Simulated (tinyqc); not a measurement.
## Narrowing from the saturation current

Inverse problem. A uniform n-type emitter has J0 = (q p0 D/L)(s + tanh(W/L))/(1 + s tanh(W/L)), D = mup Vt, s = S L/D, and p0 = (ni^2/N) exp(dE_app/kB T), where dE_app = dEg + kB T ln[(N/Nc) exp(-eta)]. Find p0, dE_app and dEg.

Parameters, values chosen for the exercise; band and dielectric values close to those of silicon: temperature T = 400 K; conduction-band density of states at 400 K Nc = 4.39e19 cm^-3; ionised donor density N = 5.3e19 cm^-3; minority-hole mobility mup = 190 cm^2/(V s); emitter width W = 91 nm; recombination velocity at the contact S = 7600 cm/s.

Constants: q = 1.602176634e-19 C, kB = 1.380649e-23 J/K, Vt = kB T/q. Results are converted to the units shown.

J0 = 9.7336857e6 fA/cm^2
L = 965.61032 nm
ni = 3.7319407e12 cm^-3
converged eta = 0.60825579

Solution. J0 gives p0, its ratio to ni^2/N gives dE_app, and the degeneracy term is taken off.

p0 = 4.39e6 cm^-3
dE_app = 97.1 meV
dEg = 112 meV

Computed by the program tinyqc: `OMP_NUM_THREADS=1 python tinyqc.py 2330079 2330080 out.jsonl`, one thread of a shared Intel Xeon 2.30GHz, about 0.01 s for the whole run.
